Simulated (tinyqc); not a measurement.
Rise against time: self-heating of a transistor with one or more fingers, with temperature-dependent conductivity. Computed by tinyqc, a small Python program. Command: `OMP_NUM_THREADS=1 python tinyqc.py 3001379 3001380 out.jsonl selfheat walk`. One thread of a shared host (Intel(R) Xeon(R) Processor @ 2.30GHz), about 0.05 s of CPU time with the checks.

N long parallel fingers lie on the top face of a slab whose bottom is held at T_0; the top is otherwise insulated, and heat flows in two dimensions. P in W/mm is 1000 P in W/m.

Inputs (values chosen for the exercise, modelled on indium phosphide):
```
quantity                                      value           unit
conductivity at the base temperature kappa_0   53.6        W/(m K)
power per gate width P                         0.99           W/mm
fingers N                                         5              -
finger pitch s                                   43     micrometre
width of the heat source w                     0.16     micrometre
substrate thickness t                            47     micrometre
phonon free path Lambda                          93             nm
heat capacity C                                1.55  1e6 J/(m^3 K)
pulse length                                    3.1    microsecond
```

Power: power rises with temperature.

Method:
- A line source of power P on the top face raises the top at distance x by (P/(pi kappa_0)) g(x), g(x) = -ln tanh(pi x/(4 t)) (the image sum for the slab). On a strip of width w the centre sees the mean of g over the strip, g_0 = 1 + ln(8 t/(pi w)) for w much below t.
- theta_i = (P/(pi kappa_0)) [g_0 + sum over j != i of g(|i - j| s)], with equal powers and constant conductivity; thermal resistance = largest theta/P.
- After switching on, theta(tau) = (P D/kappa_0) int_0^tau X(u) Z(u) du at the hottest finger, D = kappa_0/C; X = sum over fingers at distance x of [erf((x + w/2)/r) - erf((x - w/2)/r)]/(2 w), Z = sum_(j=-200..200) (-1)^j exp(-(2 j t/r)^2)/sqrt(pi D u), r = 2 sqrt(D u); trapezoid rule on 300 points evenly spaced in ln u from u_0 = 1e-3 min(tau, w^2/D) to tau, plus the exact piece 2 sqrt(u_0/(pi D))/w below u_0. Conductivity and power are held at their base values here, and Fourier's law is used even where the diffusion length is near a phonon free path.

diffusivity D = 34.5806 micrometre^2/microsecond

theta of each finger (K): 48.4929  51.3038  51.8107  51.3038  48.4929

largest theta = 51.8107 K

Heating curve:
```
time (microsecond)  sqrt(D time) (micrometre)  rise (K)  share of the steady rise
6.40e-05                             0.047044    5.7757                    0.1115
6.40e-04                              0.14877    11.975                    0.2311
0.0064                                0.47044    18.681                    0.3606
0.064                                  1.4877    25.443                    0.4911
0.64                                   4.7044    32.211                    0.6217
3.2                                    10.519     36.96                    0.7134
13                                     21.203    42.301                    0.8165
38                                     36.250    48.404                    0.9343
96                                     57.617    51.502                     0.994
```

Half the steady rise is reached between 0.064 and 0.64 microseconds, and the last row holds 99.4 % of it; the slowest time constant is 4 t^2/(pi^2 D) = 25.9 microseconds. While the diffusion length lies between w and the pitch or thickness, the rise grows as the logarithm of time; once it nears the pitch of 43 micrometre the neighbours add their heat. Caution: the source is narrower than two phonon free paths, so the Fourier result understates the rise at the source.

Extremes, crossings and ranges named in words are read from the listed rows.
